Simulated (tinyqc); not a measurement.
From results back to parameters: eight-band Kane k.p model. Three cases, with inputs chosen for the exercise.

Problem. In the Kane model 1/m = A_r + Ep (Eg + 2 Dso/3)/(Eg (Eg + Dso)) and the Roth formula gives g* = 2 - 2 Ep Dso/(3 Eg (Eg + Dso)). The mass and the g factor below were computed from hidden Ep and Dso.

Find: X; Y; Ep; Dso.

Method. Let X = 1/m - A_r and Y = (2 - g*)/2. Then X + Y = Ep/Eg and X - 2 Y = Ep/(Eg + Dso).

Case 1.

Values chosen (out of a larger set: near those of AlAs; not measured data): Eg = 3.096 eV (gap at Gamma to the s-like level); A_r = 1 (remote-band term in 1/m).

m = 0.1316582 m0
g* = 1.62496

Solution.

X = 6.595
Y = 0.188
Ep = 21.00 eV
Dso = 0.280 eV

Case 2.

Values chosen (out of a larger set: near those of InSb; not measured data): Eg = 0.239 eV (gap at Gamma to the s-like level); A_r = 1 (remote-band term in 1/m).

m = 0.0135382 m0
g* = -48.92283

Solution.

X = 72.865
Y = 25.461
Ep = 23.50 eV
Dso = 0.832 eV

Case 3.

Values chosen (out of a larger set: near those of Ge; not measured data): Eg = 0.9 eV (gap at Gamma to the s-like level); A_r = 1 (remote-band term in 1/m).

m = 0.0357616 m0
g* = -2.74074

Solution.

X = 26.963
Y = 2.370
Ep = 26.40 eV
Dso = 0.288 eV

Computed by tinyqc, one run a case: `OMP_NUM_THREADS=1 python tinyqc.py N N+1 out.jsonl` with N = 1080560, 1080572, 1080631; one thread of a shared Intel(R) Xeon(R) Processor @ 2.30GHz, about 0.1 s a run at most.
